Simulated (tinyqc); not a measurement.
Free and trapped electrons in a MOS channel with a dense trap tail: two steps of the calculation.

p-type body, charge-sheet picture, full ionisation (an idealisation for deep acceptors), Boltzmann statistics for free electrons. e = Ec - EF at the surface. Acceptor-like traps of density D(E) = D0 + De exp(-E/Ew) at depth E below Ec, from 0 to Eu, hold n_t = integral of D(E)/(1 + exp((e - E)/Vt)). psi = Eg - Vt ln(Nv/Na) - e; N_dep = sqrt(2 eps0 eps_r Na (psi - Vt)/q); n_f = sqrt(N_dep^2 + 2 eps0 eps_r Vt Nc exp(-e/Vt)/q) - N_dep; Vg = Vfb + psi + q (N_dep + n_t + n_f)/Cox, Cox = eps0 eox/tox.

Inputs (values chosen for the exercise); band and dielectric values close to those of 4H silicon carbide: temperature T = 300 K; band gap Eg = 3.32 eV; relative permittivity eps_r = 9.68; conduction-band density of states at T Nc = 1.67e19 cm^-3; valence-band density of states at T Nv = 2.51e19 cm^-3; relative permittivity of the insulator eox = 3.9; insulator thickness tox = 31 nm; acceptor density Na = 1.1e16 cm^-3; flat-band voltage without trapped charge Vfb = -2.69 V; constant background density of acceptor-like traps D0 = 2.4e11 cm^-2 eV^-1; density of the tail at the conduction edge De = 4.9e13 cm^-2 eV^-1; decay energy of the tail Ew = 0.11 eV; depth below Ec down to which the traps reach Eu = 0.76 eV; mobility of free electrons mf = 140 cm^2/(V s); Ec - EF at the surface e = 0.109 eV.

Constants: q = 1.602176634e-19 C, kB = 1.380649e-23 J/K, Vt = kB T/q, eps0 = 8.8541878128e-14 F/cm where lengths are in cm. Results are converted to the units shown.

Question 1. Trapped charge. Trapezoid rule on 16 equal steps from 0 to Eu, f = 1/(1 + exp((e - E)/Vt)).

Give: E; D(E) f; n_t.

Answer 1.

```
point    E (eV)  D(E) f (cm^-2 eV^-1)
0             0             7.1588e11
1      0.047500             2.7182e12
2      0.095000             7.6875e12
3       0.14250             1.0721e13
4       0.19000             8.5769e12
5       0.23750             5.8554e12
6       0.28500             3.9083e12
7       0.33250             2.6243e12
8       0.38000             1.7884e12
9       0.42750             1.2455e12
10      0.47500             8.9288e11
11      0.52250             6.6393e11
12      0.57000             5.1527e11
13      0.61750             4.1874e11
14      0.66500             3.5606e11
15      0.71250             3.1536e11
16      0.76000             2.8893e11
```

n_t = 2.3175e12 cm^-2

Question 2. Charges and gate voltage. psi, N_dep, n_f and Vg as defined, with the n_t given; free share n_f/(n_f + n_t); apparent mobility mf n_f/(n_f + n_t); gate voltage spent on traps q n_t/Cox.

n_t = 2.3175325e12 cm^-2

Wanted: psi; N_dep; n_f; Vg; free share; apparent mobility; gate voltage spent on traps.

Answer 2.

psi = 3.011 V
N_dep = 5.927e11 cm^-2
n_f = 5.494e10 cm^-2
Vg = 4.586 V
free share = 2.316 %
apparent mobility = 3.242 cm^2/(V s)
gate voltage spent on traps = 3.333 V

Program tinyqc, `OMP_NUM_THREADS=1 python tinyqc.py 2222246 2222247 out.jsonl`; Intel Xeon 2.30GHz, shared host, one thread, about 0.02 s.
